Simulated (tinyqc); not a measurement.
What moves the results: trap in a gate oxide as a short-range spherical well. A value that a table varies takes the place of the one given here.

A spherical well of radius R and depth V0 below the conduction edge, one mass m, c = hbar^2/2m0. The s level at binding Et solves k cot(k R) = -kappa with k = sqrt(m (V0 - Et)/c), kappa = sqrt(m Et/c); it exists for V0 > Vc = c (pi/2R)^2/m. Outside, psi falls as exp(-kappa r)/r.

Lucovsky model (delta well, plane-wave final states, no local-field factor): sigma = (32 pi alpha c/(3 n_r m Et)) (x - 1)^(3/2)/x^3, x = h nu/Et, c = hbar^2/2m0; 1 angstrom^2 = 1e-16 cm^2.

Energies from the conduction edge of the channel. The trap level at depth x is E_T = dEc - Et - e Fox x (1 MV/cm = 0.01 eV/angstrom). An electron at the channel edge tunnels with the WKB exponent S = (4/3) sqrt(m/c) [dEc^(3/2) - (dEc - e Fox x)^(3/2)]/(e Fox), c = hbar^2/2m0; tau = t0 exp(S); the occupation is f = 1/(1 + exp((E_T - EF)/kB T)), tau_c = tau/f and tau_e = tau/(1 - f). Lattice relaxation is left out; a level below the channel edge needs phonons as well, so tau is then a lower bound, while a level above it can also empty elastically at its own energy, through a thinner barrier, faster than this tau.

Constants: hbar^2/2m0 = 3.80998211 eV angstrom^2; fine-structure constant alpha = 0.007297352564; kB = 8.617333262e-05 eV/K.

Parameters, chosen for this exercise (near those of HfO2 on Si; shifted at random, so the results belong to these values and not to a real crystal):
- R = 3.6 angstrom (radius of the well)
- m = 0.195 m0 (mass)
- fV = (1.04, 1.08, 1.28, 1.59, 2.36, 3.09, 5.05) (V0/Vc)
- n_r = 1.94 (refractive index)
- xs = (1.04, 1.17, 1.41, 1.84, 2.09, 2.77, 4.14, 6.49) (photon energies h nu/Et)
- dEc = 1.45 eV (conduction offset to the channel)
- Fox = 2.9 MV/cm (oxide field, lowering levels away from the channel)
- t0 = 2.5 x 1e-11 s (time constant at the interface)
- T = 200 K (temperature)
- EF = -0.1 eV (Fermi level above the channel edge)
- ds = (2, 4, 7, 10, 14, 19) angstrom (depths)
- V0 = 7.22 eV (depth of the well)
- x = 5 angstrom (depth of the trap)

## From threshold to a deep level

Et against the depth at fixed R; near threshold Et = (pi^2/16)(V0 - Vc)^2/Vc.

Results:

| V0/Vc | V0 (eV) | Et (eV) | threshold form (eV) | 1/kappa (angstrom) | share outside |
|---|---|---|---|---|---|
| 1.04 | 3.869 | 0.003567 | 0.003671 | 74.0 | 0.953 |
| 1.08 | 4.017 | 0.01387 | 0.01469 | 37.5 | 0.909 |
| 1.28 | 4.761 | 0.1496 | 0.1799 | 11.4 | 0.737 |
| 1.59 | 5.915 | 0.5622 | 0.7987 | 5.9 | 0.562 |
| 2.36 | 8.779 | 2.179 | 4.244 | 3.0 | 0.341 |
| 3.09 | 11.494 | 4.116 | 10.02 | 2.2 | 0.242 |
| 5.05 | 18.785 | 10.13 | 37.64 | 1.4 | 0.128 |

What does this show, and why?

The threshold form holds to 10 % up to V0/Vc = 1.08 of those listed. There the state is mostly outside the well (95 % in the first row) and knows only Et, which is why a delta-well model works; more than half is inside from V0/Vc = 2.36 on. A second s level would need V0/Vc > 9. From V0/Vc = 5.05 on Et exceeds the gap of the host, about 5.8 eV, so those rows only show the model.

## Neutral against charged centre

Et = 1.22154 eV

Lucovsky cross-section, its shape relative to the peak, and the shape of a hydrogen-like centre relative to threshold: x^-4 exp(4 - 4 atan(e)/e)/(1 - exp(-2 pi/e)), e = sqrt(x - 1).

Results:

| x | h nu (eV) | sigma (1e-18 cm^2) | relative to peak | hydrogen-like |
|---|---|---|---|---|
| 1.04 | 1.270 | 1.43 | 0.057 | 0.901 |
| 1.17 | 1.429 | 8.82 | 0.350 | 0.656 |
| 1.41 | 1.722 | 18.9 | 0.749 | 0.394 |
| 1.84 | 2.248 | 24.9 | 0.989 | 0.187 |
| 2.09 | 2.553 | 25.1 | 0.997 | 0.130 |
| 2.77 | 3.384 | 22.3 | 0.886 | 0.058 |
| 4.14 | 5.057 | 15.8 | 0.627 | 0.018 |
| 6.49 | 7.928 | 9.49 | 0.376 | 0.005 |

What can be read from the table?

The short-range centre starts from zero, reaches half its peak at x = 1.24 and peaks at x = 2; in the last row it still has 38 % of the peak. The Coulomb centre is largest at threshold and is down to 0.5 % there. Reading the peak as the threshold would misplace the level by a factor 2, here 1.22 eV. Rows above the gap, about 5.8 eV, are hidden by band-to-band absorption.

## Depth of the trap

Each depth has its own level and time; the corner frequency is 1/(2 pi tau).

Results:

| x (angstrom) | E_T (eV) | S | tau (s) | corner (Hz) | f |
|---|---|---|---|---|---|
| 2 | 0.170 | 1.08 | 7.4e-11 | 2.2e+09 | 0.000 |
| 4 | 0.112 | 2.14 | 2.1e-10 | 7.5e+08 | 0.000 |
| 7 | 0.025 | 3.68 | 9.9e-10 | 1.6e+08 | 0.001 |
| 10 | -0.062 | 5.17 | 4.4e-09 | 3.6e+07 | 0.097 |
| 14 | -0.178 | 7.07 | 2.9e-08 | 5.4e+06 | 0.989 |
| 19 | -0.323 | 9.30 | 2.7e-07 | 5.8e+05 | 1.000 |

What does this show?

tau spans 3.6 decades, one decade for each 4.36 angstrom at the start and 5.16 at the end, where the field has thinned the barrier. Traps spread evenly in depth are thus spread nearly evenly in ln tau; if levels near EF exist at every depth, this sums to 1/f noise and to charging that grows as ln t. With the single Et of this table only depths where f is neither 0 nor 1 contribute. The level crosses EF between 10 and 14 angstrom.

## What each parameter does

Et from the well, then the level and the time. Each row changes one parameter from the base and keeps the others.

Results:

| case | Et (eV) | E_T (eV) | log10 tau (s) | ln(tau_c/tau_e) |
|---|---|---|---|---|
| base | 1.222 | 0.083 | -9.45 | 10.6 |
| x = 7 angstrom | 1.222 | 0.025 | -9.01 | 7.3 |
| Fox = 3.9 MV/cm | 1.222 | 0.033 | -9.46 | 7.7 |
| dEc = 1.33 eV | 1.222 | -0.037 | -9.50 | 3.7 |
| m = 0.215 m0 | 1.504 | -0.199 | -9.39 | -5.7 |
| V0 = 7.58 eV | 1.429 | -0.124 | -9.45 | -1.4 |
| T = 250 K | 1.222 | 0.083 | -9.45 | 8.5 |
| EF = -0.05 eV | 1.222 | 0.083 | -9.45 | 7.7 |

How do the results move?

The largest shifts from the base row, up to three for each result and ties (the steps differ in size, so this ranks the rows, not the parameters). Et (eV): m +0.282, V0 +0.207; unchanged at the printed digits by x, Fox, dEc, T and EF. E_T (eV): m -0.282, V0 -0.207, dEc -0.120; unchanged at the printed digits by T and EF. log10 tau (s): x +0.44, m +0.06, dEc -0.05; unchanged at the printed digits by V0, T and EF. ln(tau_c/tau_e): m -16.4, V0 -12.0, dEc -7.0.

Program tinyqc; command `OMP_NUM_THREADS=1 python tinyqc.py 1282462 1282463 out.jsonl`; about 0.01 s on one thread of a shared Intel(R) Xeon(R) Processor @ 2.30GHz.
